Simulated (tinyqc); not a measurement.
Planar ballistic transistor, top-of-the-barrier model: one step of the calculation.

At the top of the source barrier, states moving towards the drain are filled by the source (Fermi level 0) and states moving back by the drain (Fermi level -q Vd); nothing scatters. U is the shift of the band edge there, set by the capacitances CG, CD and CS (the total) and by the charge. Parabolic two-dimensional band; the source is grounded.

Problem. Self-consistent potential at the barrier top. eta1 = -(E0 + U)/Vt, eta2 = eta1 - Vd/Vt, n = (N0/2)[F_0(eta1) + F_0(eta2)], F_0(x) = ln(1 + exp x). U(out) = UL + q (n - n0)/CS. Newton step: U(new) = U + (U(out) - U)/(1 + CQ/CS), CQ = (q/Vt) dn/d(eta1) with both F' summed; F_0'(x) = 1/(1 + exp(-x)).

Parameters, values chosen for the exercise; mass and valleys close to those of indium arsenide: temperature T = 300 K; band edge at the barrier top above the source Fermi level at zero bias E0 = 0.29 eV; drain voltage Vd = 0.2 V.

Constants: q = 1.602176634e-19 C, kB = 1.380649e-23 J/K, Vt = kB T/q. Results are converted to the units shown.

U after iteration 1 = -0.50808563 eV
N0 = 3.3153525e11 cm^-2
CS = 2.3930237 uF/cm^2
n0 = 4.4539078e6 cm^-2
UL = -0.61 eV

Find: eta1; eta2; n; U(out); CQ; U after iteration 2.

Solution.

eta1 = 8.436
eta2 = 0.6996
n = 1.581e12 cm^-2
U(out) = -0.5041 eV
CQ = 1.713 uF/cm^2
U after iteration 2 = -0.5058 eV

Computed by the program tinyqc: `OMP_NUM_THREADS=1 python tinyqc.py 2400096 2400097 out.jsonl`, one thread of a shared Intel Xeon 2.30GHz, about 0.01 s for the whole run.
